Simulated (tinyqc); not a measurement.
# Band bending at a free surface with one surface level, surface photovoltage and Kelvin probe, step by step

Program tinyqc, `OMP_NUM_THREADS=1 python tinyqc.py 2430093 2430094 out.jsonl`; Intel Xeon 2.30GHz, shared host, one thread, about 0.01 s. Printed values are rounded.

n-type bulk, xi = Ec - EF = Vt ln(Nc/Nd), p0 = ni^2/Nd, ni = sqrt(Nc Nv) exp(-Eg/(2 Vt)), Eg in volts. b is the upward band bending, u = b/Vt. Space charge per area, in units of q: Qc = sign(b) sqrt((2 eps0 eps_r Vt/q) [(Nd + dn)(exp(-u) - 1) + Nd u + (p0 + dn)(exp(u) - 1)]), with dn the excess density under light (flat quasi-Fermi levels; 0 in the dark). The level holds -Ns f, f = 1/(1 + exp((xi + b - Es)/Vt)). Neutrality: Qc + Qf + (charge of the states) = 0.

Values chosen for this exercise; band and dielectric values close to those of germanium:
- T = 300 K (temperature)
- Eg = 0.657 eV (band gap)
- eps_r = 16.2 (relative permittivity)
- Nc = 1.03e19 cm^-3 (conduction-band density of states at T)
- Nv = 5.98e18 cm^-3 (valence-band density of states at T)
- chi = 4.03 eV (electron affinity)
- Nd = 9.9e16 cm^-3 (donor density)
- Qf = 0 cm^-2 (fixed positive charge at the surface)
- pt = 4.47 eV (work function of the probe tip)
- Ns = 5.2e11 cm^-2 (density of an acceptor-like surface level)
- Es = 0.32 eV (its depth below the conduction edge)
- dn = 1.3e14 cm^-3 (excess carrier density under light)

Constants: q = 1.602176634e-19 C, kB = 1.380649e-23 J/K, Vt = kB T/q, eps0 = 8.8541878128e-14 F/cm where lengths are in cm. Results are converted to the units shown.

## Bulk quantities

xi, ni, p0, the Debye length sqrt(eps0 eps_r Vt/(q Nd)) and the flat-band work function chi + xi.

xi = 0.120077 eV
ni = 2.37800e13 cm^-3
p0 = 5.71201e9 cm^-3
Debye length = 15.2900 nm
chi + xi = 4.15008 eV

## Charges against band bending

b, point 0 to 6 (V): [0.044, 0.073, 0.102, 0.132, 0.161, 0.19, 0.219]

Evaluate Qc, the surface charge Qf - Ns f and their sum in the dark; the root lies where the sum changes sign.

```
point  Qc (cm^-2)  surface charge (cm^-2)  sum (cm^-2)
0      2.01308e11             -5.18754e11  -3.17446e11
1      2.93764e11             -5.16193e11  -2.22429e11
2      3.68604e11             -5.08486e11  -1.39882e11
3      4.34096e11             -4.84954e11  -5.08576e10
4      4.89550e11             -4.25573e11   6.39768e10
5      5.39451e11             -3.09296e11   2.30155e11
6      5.85152e11             -1.68198e11   4.16953e11
```

The sum rises steadily with b, so there is one root; bisection gives b = 0.14623 V.

## Work function and Kelvin-probe reading

converged b = 0.146226 V

Work function chi + xi + b; contact potential difference CPD = (work function of the sample) - pt. Depth of EF below Ec at the surface: xi + b. Depletion width Qc/Nd.

xi + b = 0.266302 eV
Qc = 4.62103e11 cm^-2
Qc/Nd = 46.6770 nm
work function = 4.29630 eV
CPD = -173.698 mV

The level is 88.9 % filled: the Fermi level is pinned at it.

## Surface photovoltage

Under chopped light the surface charge keeps its dark value, so b falls to bL with Qc(bL, dn) = Qc(b, 0); the photovoltage is b - bL. Qc rises with b, so bL follows by bisection.

bL = 0.138938 V
photovoltage = 7.28746 mV
share of b removed = 4.98371 %
excess holes at the surface, dn exp(bL/Vt) = 2.80544e16 cm^-3
